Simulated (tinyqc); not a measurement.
The first four gaps: longitudinal sound in a periodic multilayer: transfer matrices, stop bands and folded phonons. Computed by tinyqc, a small Python program. Command: `OMP_NUM_THREADS=1 python tinyqc.py 3002801 3002802 out.jsonl multilayer walk`. One thread of a shared host (Intel(R) Xeon(R) Processor @ 2.30GHz), about 0.01 s of CPU time with the checks.

Layers 1 and 2 repeat with period d = d_1 + d_2; waves travel normal to the layers, without loss. State vector (u, s): displacement u and stress divided by omega. Impedances Z = rho v are in 1e6 kg/(m^2 s).

Inputs (values chosen for the exercise, modelled on silicon (layer 1), germanium (layer 2) and silica (substrate)): density rho_1 = 2.36 g/cm^3; velocity v_1 = 8580 m/s; thickness d_1 = 3.85 nm; density rho_2 = 5.33 g/cm^3; velocity v_2 = 4970 m/s; thickness d_2 = 2.57 nm; substrate density = 2.17 g/cm^3; substrate velocity = 5950 m/s.

Method:
- Z = rho v; interface reflection r = (Z_2 - Z_1)/(Z_2 + Z_1) (stress amplitude, from 1 into 2); Bragg frequency f_B = 1/[2 (d_1/v_1 + d_2/v_2)]; long-wave velocity v_eff = d/sqrt[(d_1/v_1)^2 + (d_2/v_2)^2 + (Z_1/Z_2 + Z_2/Z_1)(d_1/v_1)(d_2/v_2)].
- A layer maps (u, s) by [[cos p, sin p/Z], [-Z sin p, cos p]], p = 2 pi f d_i/v_i; one period is M = M_2 M_1, and cos(q d) = trace(M)/2.
- Gap m contains m f_B; its edges, where trace(M)/2 = (-1)^m, are found by root search. Weak-contrast estimate of the width: (4 f_B/pi) |r sin(m pi a)|, a = (d_1/v_1)/(d_1/v_1 + d_2/v_2).

Bragg frequency f_B = 517.695 GHz

Z_1 = 20.2488

Z_2 = 26.4901

interface reflection r = 0.133535

Stop bands (GHz):
```
m  lower edge  upper edge   width  weak-contrast estimate
1       473.8       561.5  87.731                  87.476
2      1025.8      1045.2  19.422                  19.418
3      1511.3      1594.6  83.385                  83.166
4      2052.0      2089.9  37.903                  37.879
```

What does the comparison show, and why?

With a = 0.465, gap 1 is the widest and gap 2 the narrowest; gap m closes when m a is a whole number. The weak-contrast estimate misses the first width by -0.3 % at |r| = 0.13. Odd gaps open at the edge of the folded zone (q = pi/d), even ones at its centre. Caution: at these frequencies damping, strong in glasses, and rough interfaces, both left out here, can weaken the stop bands; layers only a few atoms thick are also beyond continuum acoustics.
